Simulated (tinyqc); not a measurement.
Band-to-band tunnelling across a p-n junction in a two-band chain: one step. Recursive Green function. Two cases, with inputs chosen for the exercise.

Task: g_1 = 1/(E - e_1 - S_L); g_j = 1/(E - e_j - t^2 g_(j-1)), with S_R also subtracted at the last site; G_1j = G_1(j-1) (-t) g_j, G_11 = g_1; e_j is the site level plus V_j. The self-energies stand in the order S_L, S_R.

Sites alternate A at -Eg/2 and C at +Eg/2 with hopping -t; near the edges, with k counted from the zone boundary pi/a, E^2 = (Eg/2)^2 + (t a k)^2, so t = sqrt(c Eg/m)/a gives the mass m, c = hbar^2/2m0. In the gap cosh(q a) = 1 + (Eg^2/4 - e^2)/(2 t^2), e the energy from the local mid-gap. The potential is V0 = Eg + ov on the p side (left), 0 on the n side, and falls linearly over the 2N sites of the junction, V_j = V0 (1 - j/(2N + 1)), j = 1 to 2N, site 1 being A. E = Eg/2 + x ov. A half chain that ends on a site of level e1 with neighbour e2 has g = (1 + z)/(E - e1), z = exp(-/+ i k a) the root with Im g < 0, cos(k a) = (E - e1)(E - e2)/(2 t^2) - 1. S_L = t^2 g (ending on C, shifted by V0), S_R = t^2 g (starting on A). T = 4 Im(S_L) Im(S_R) |G_(1,2N)|^2.

Give: Sweep; T.

Case 1.

Values chosen (out of a larger set: gap and mass near those of InAs; not measured data): Eg = 0.349 eV (gap); N = 4 (periods in the small junction).

t = 1.476418 eV
V0 = 0.459000 eV
E = 0.200900 eV

S_L, S_R (eV): [-0.0418000-0.6476891i, 0.0132000-0.3913066i]

Result:

Sweep:
```
j  e_j (eV)       g_j (1/eV)      G_1j (1/eV)
1    0.2335   0.0219-1.5436i   0.0219-1.5436i
2    0.5315  -0.0330-0.2935i   0.6699-0.0657i
3    0.1315   0.3293-1.4904i  -0.1811+1.5061i
4    0.4295  -0.0827-0.2837i  -0.6530+0.1079i
5    0.0295   0.6946-1.2220i   0.4750-1.2888i
6    0.3275  -0.1676-0.2722i   0.6354-0.1281i
7   -0.0725   0.8405-0.7806i  -0.6409+0.8913i
8    0.2255  -0.2374-0.2657i  -0.5743+0.0610i
```

T = 0.3381

Case 2.

Values chosen (out of a larger set: gap and mass near those of InGaAs; not measured data): Eg = 0.743 eV (gap); N = 5 (periods in the small junction).

t = 1.353867 eV
V0 = 1.153000 eV
E = 0.658500 eV

S_L, S_R (eV): [-0.0615000-0.5065143i, 0.1435000-0.7001028i]

Result:

Sweep:
```
j   e_j (eV)       g_j (1/eV)      G_1j (1/eV)
1     0.6767   0.1676-1.9599i   0.1676-1.9599i
2     1.3149  -0.0697-0.2597i   0.7049-0.1259i
3     0.4670   0.9718-1.4494i  -0.6803+1.5488i
4     1.1052  -0.1853-0.2210i  -0.6341+0.1851i
5     0.2574   1.0392-0.5682i   0.7497-0.7482i
6     0.8956  -0.3776-0.1836i   0.5693-0.1961i
7     0.0478   0.7195-0.1859i  -0.5052+0.3343i
8     0.6860  -0.6980-0.1766i  -0.5574+0.1951i
9    -0.1619   0.4652-0.0717i   0.3321-0.1770i
10    0.4763  -0.6011-0.6142i   0.4174+0.1321i
```

T = 0.2719

Computed by tinyqc, one run a case: `OMP_NUM_THREADS=1 python tinyqc.py N N+1 out.jsonl` with N = 1481919, 1482075; one thread of a shared Intel(R) Xeon(R) Processor @ 2.30GHz, about 0.01 s a run at most.
